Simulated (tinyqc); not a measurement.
From results back to parameters: armchair graphene nanoribbon in tight binding. Three cases, with inputs chosen for the exercise.

Problem. For an armchair ribbon without edge correction the gap is 2t times the smallest |1 + 2 cos(p pi/(N + 1))|, p = 1 to N. The gap below belongs to a hidden N between 3 and 40.

Case 1.

Values chosen (out of a larger set: near those used for graphene; not measured data): t = 2.58 eV (hopping).

gap = 0.90594 eV

Case 2.

Values chosen (out of a larger set: near those used for graphene; not measured data): t = 2.54 eV (hopping).

gap = 0.40574 eV

Case 3.

Values chosen (out of a larger set: near those used for graphene; not measured data): t = 2.66 eV (hopping).

gap = 0.49953 eV

Find: N; family.

Solution.

Case 1.

N = 9

family: 3p

Near c = -1/2 the gap is about 2 pi t/(sqrt3 (N + 1)), which gives N + 1 = 10.3; the exact formula gives 0.00000, 0.90594 and 0.87292 eV for N = 8, 9 and 10.

Case 2.

N = 22

family: 3p+1

Near c = -1/2 the gap is about 2 pi t/(sqrt3 (N + 1)), which gives N + 1 = 22.7; the exact formula gives 0.41291, 0.40574 and 0.00000 eV for N = 21, 22 and 23.

Case 3.

N = 18

family: 3p

Near c = -1/2 the gap is about 2 pi t/(sqrt3 (N + 1)), which gives N + 1 = 19.3; the exact formula gives 0.00000, 0.49953 and 0.48954 eV for N = 17, 18 and 19.

Computed by tinyqc, one run a case: `OMP_NUM_THREADS=1 python tinyqc.py N N+1 out.jsonl` with N = 1452314, 1452438, 1452506; one thread of a shared Intel(R) Xeon(R) Processor @ 2.30GHz, about 0.04 s a run at most.
